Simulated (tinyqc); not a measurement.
Core-shell quantum dot (spherical envelope functions), step by step. Values are carried at full precision from step to step, so a last printed digit may differ when a step is redone from the rounded ones.

Parabolic bands; strain and other valleys are left out. s states, u = r psi, hard wall at R + H, c = hbar^2/2m0, energies from the band edges of the core. Core: u = sin(k1 r)/k1, k1 = sqrt(m1 E/c). At R, psi and psi'/m are continuous, so u is continuous and its slope in the shell is s = u/R + (m2/m1)(u' - u/R). Shell: u(R + x) = u(R) cos(k2 x) + s sin(k2 x)/k2, k2 = sqrt(m2 (E - V)/c); for negative arguments the functions turn into sinh and cosh. A level has u(R + H) = 0.

Constants: hbar^2/2m0 = 3.80998211 eV angstrom^2; e^2/(4 pi eps0) = 14.39964547 eV angstrom; hc = 1239.841984 eV nm.

Inputs chosen for the exercise (near those of an InP/GaP core-shell dot; shifted at random, so the results belong to these values and not to a real crystal): R = 38 angstrom (core radius); H = 22 angstrom (shell thickness); Vc = 0.4 eV (conduction edge of the shell above that of the core); me1 = 0.081 m0 (electron, core); me2 = 0.134 m0 (electron, shell); E = 0.119 eV (trial energy of the electron); Vv = 0.293 eV (hole barrier of the shell); mh1 = 0.435 m0 (hole, core); mh2 = 0.518 m0 (hole, shell); Eg = 1.33 eV (gap of the core); eps = 10.4 (dielectric constant).

## Shooting at a trial energy

Carry the electron solution outwards.

k1^2 = 0.0025299 1/angstrom^2
k2^2 = -0.0098830 1/angstrom^2
u(R) = 18.740 angstrom
s = -0.8752
u(R + H) = 45.806 angstrom

u(R + H) is positive: no node yet, so the lowest level lies above the trial energy.

## Ground states

Find the lowest root for electron and hole, and the share of u^2 inside the core.

Levels:
```
carrier,E (eV),share in the core
electron,0.1636,0.886
hole,0.0442,0.978
```

The core holds 25 % of the volume. Both carriers sit mainly in the core, as the type I line-up favours.

## Overlap and Coulomb integrals

Overlap = (integral of u_e u_h)^2 with normalised u. Coulomb integrals J_ab = (q/eps) double integral of u_a(r)^2 u_b(s)^2/max(r, s), q = e^2/(4 pi eps0), one eps everywhere. Exciton E = Eg + E_e + E_h - J_eh; first-order biexciton shift J_ee + J_hh - 2 J_eh (positive: repulsive).

Integrate numerically.

overlap = 0.933

J_eh, J_ee, J_hh (meV): 50.7  46.9  55.7

## Exciton and biexciton

Give E, the wavelength hc/E and the biexciton shift.

E = 1.487 eV
wavelength = 834 nm
biexciton shift = 1 meV

At first order the shift is the Coulomb integral of the net charge density with itself and cannot be negative; correlation, left out here, lowers it, and may reverse a shift as small as this.

## Checks

- Level without offset and mass step against c (pi/(R + H))^2/m, eV: both 0.1290.
- J_ee in that case against 1.786 q/(eps (R + H)), meV: both 41.2.

(tinyqc, `OMP_NUM_THREADS=1 python tinyqc.py 1250459 1250460 out.jsonl`, Intel(R) Xeon(R) Processor @ 2.30GHz, 1 thread, shared host, about 0.02 s.)
